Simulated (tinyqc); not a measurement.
Abrupt p-n junction, non-linear Poisson equation by Newton steps: one step of the calculation.

One dimension, p side on the left, n side on the right; net doping C = -Na for x < 0 and +Nd for x > 0. The potential psi is counted from the intrinsic level, and the quasi-Fermi potentials are flat: 0 for holes and -V for electrons, so n = ni exp((psi + V)/Vt) and p = ni exp(-psi/Vt) (Boltzmann statistics, full ionisation, no current).

Problem. Densities, residual and Jacobian diagonal. n_i = ni exp((psi_i + V)/Vt), p_i = ni exp(-psi_i/Vt), rho_i = p_i - n_i + C_i, g_i = (n_i + p_i)/Vt. Box widths w_i = (h_(i-1) + h_i)/2 in cm. Residual F_i = a_i (psi_(i+1) - psi_i) - a_(i-1) (psi_i - psi_(i-1)) + q rho_i w_i; Jacobian: a_(i-1) and a_i beside the diagonal, b_i = -a_(i-1) - a_i - q g_i w_i on it. The two end nodes are fixed.

Values chosen for this exercise: temperature T = 250 K; bias of the p side against the n side V = 0 V.

Constants: q = 1.602176634e-19 C, kB = 1.380649e-23 J/K, Vt = kB T/q. Results are converted to the units shown.

```
node  x (nm)  psi after iteration 1 (V)  net doping C (cm^-3)
0      -1860                -0.61449901               -2.6e15
1      -1010                -0.61449499               -2.6e15
2       -536                -0.61430369               -2.6e15
3       -277                -0.61142584               -2.6e15
4       -134                -0.59662433               -2.6e15
5      -55.5                -0.56525447               -2.6e15
6        -12                -0.52832568               -2.6e15
7         12                 0.64842618                  3e16
8       38.8                 0.66079482                  3e16
9       68.7                 0.66524213                  3e16
10       102                 0.66666256                  3e16
11       139                 0.66706309                  3e16
12       181                 0.66716225                  3e16
13       228                 0.66718302                  3e16
14       280                 0.66718724                  3e16
```

coupling a_i, interval 0 to 13 (F/cm^2): 1.5208370e-8  2.7272393e-8  4.9911638e-8  9.0399400e-8  1.6467661e-7  2.9717504e-7  5.3862976e-7  4.8235501e-7  4.3234496e-7  3.8820163e-7  3.4938147e-7  3.0778843e-7  2.7504498e-7  2.4859835e-7
ni = 1064.6784 cm^-3

Find: n; p; residual F; diagonal b.

Solution.

```
node   n (cm^-3)   p (cm^-3)
0     4.3598e-10   2.6000e15
1     4.3606e-10   2.5995e15
2     4.3995e-10   2.5765e15
3     5.0282e-10   2.2543e15
4     9.9954e-10   1.1341e15
5      4.2874e-9   2.6439e14
6      2.3804e-8   4.7621e13
7      1.2558e16  9.0266e-11
8      2.2297e16  5.0837e-11
9      2.7410e16  4.1355e-11
10     2.9278e16  3.8716e-11
11     2.9828e16  3.8003e-11
12     2.9965e16  3.7829e-11
13     2.9994e16  3.7792e-11
14     3.0000e16  3.7785e-11
```

```
node  residual F (1e-7 C/cm^2)  diagonal b (F/cm^2)
1                       0.0000           -1.3223e-6
2                       0.0000           -7.7946e-7
3                       0.0008           -4.7730e-7
4                       0.0123           -3.4848e-7
5                       0.0353           -4.7385e-7
6                       6.2148           -8.3700e-7
7                      -6.2077           -1.2582e-6
8                      -0.0054           -1.3848e-6
9                      -0.0006           -1.4647e-6
10                      0.0000           -1.5029e-6
11                      0.0000           -1.5334e-6
12                      0.0000           -1.5745e-6
13                      0.0000           -1.6278e-6
```

tinyqc, about 0.01 s, one thread, Intel Xeon 2.30GHz (shared host): `OMP_NUM_THREADS=1 python tinyqc.py 2000032 2000033 out.jsonl`
